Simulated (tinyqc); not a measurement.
Long-channel MOSFET, surface-potential model: effect of the source-body reverse bias.

n-channel transistor on a uniformly doped p-type body, gradual-channel approximation, constant mobility, Boltzmann statistics, full ionisation. Potentials are counted from the neutral body; V is the electron quasi-Fermi potential, Vsb at the source and Vsb + Vds at the drain. Charges are magnitudes per area.

ni = sqrt(Nc Nv) exp(-Eg/(2 Vt)), Eg in volts; phiF = Vt ln(Na/ni); Cox = eps0 eox/tox; gamma = sqrt(2 q eps0 eps_r Na)/Cox. The surface potential psi at channel potential V solves Vgs + Vsb - Vfb - psi = gamma sqrt(G), G = psi - Vt + Vt exp((psi - 2 phiF - V)/Vt). Charge sheet: Qi = Cox gamma [sqrt(G) - sqrt(psi - Vt)]; I = mu (W/L) [integral of Qi dpsi from psi_0 to psi_L (drift) + Vt (Qi0 - QiL) (diffusion)], with psi_0 at V = Vsb and psi_L at V = Vsb + Vds. VT = Vfb + 2 phiF + gamma sqrt(2 phiF + Vsb), m = 1 + gamma/(2 sqrt(2 phiF + Vsb)). The swing is 20 mV/log10[I(VT - 0.14 V)/I(VT - 0.16 V)] of the charge-sheet current at the given Vds.

Parameters, values chosen for the exercise; material values close to those of silicon: temperature T = 400 K; band gap Eg = 1.13 eV; relative permittivity of the semiconductor eps_r = 11.8; conduction-band density of states at T Nc = 4.37e19 cm^-3; valence-band density of states at T Nv = 4.02e19 cm^-3; acceptor density of the body Na = 7.6e16 cm^-3; relative permittivity of the gate insulator eox = 7.73; insulator thickness tox = 17 nm; flat-band voltage Vfb = -0.46 V; channel mobility mu = 220 cm^2/(V s); gate width W = 2 um; gate length L = 2 um; gate-source voltage Vgs = 0.63 V; drain-source voltage Vds = 1.2 V.

Constants: q = 1.602176634e-19 C, kB = 1.380649e-23 J/K, Vt = kB T/q, eps0 = 8.8541878128e-14 F/cm where lengths are in cm. Results are converted to the units shown.

The same in every row: gamma (V^0.5) = 0.3962.

Result of one run:
```
VT (V),m,swing (mV/decade),"I at Vgs, Vds (uA)"
0.8852,1.121,89.99,2.051e-5
```

Which source-body reverse bias Vsb gave this result: 0, 1, 2 or 2.5 V?

Vsb = 2 V.

The whole series:
```
Vsb (V),VT (V),m,swing (mV/decade),"I at Vgs, Vds (uA)"
0,0.5651,1.238,104.3,0.09664
0.5,0.6679,1.181,96.64,0.008709
1,0.7506,1.152,93.28,9.199e-4
1.5,0.8218,1.134,91.31,1.246e-4
2,0.8852,1.121,89.99,2.051e-5
2.5,0.9430,1.111,89.01,3.914e-6
```

As Vsb goes from 0 to 2.5 V, VT rises from 0.565 to 0.943 V, the swing falls from 104 to 89.0 mV a decade and the current falls from 0.0966 to 3.91e-6 uA. The swing is 6.2 % above m Vt ln 10 in the first row and 0.96 % above it in the last. The gate voltage is below VT in 5 of the 6 rows.

tinyqc, about 0.05 s, one thread, Intel Xeon 2.30GHz (shared host): `OMP_NUM_THREADS=1 python tinyqc.py 2360122 2360123 out.jsonl`
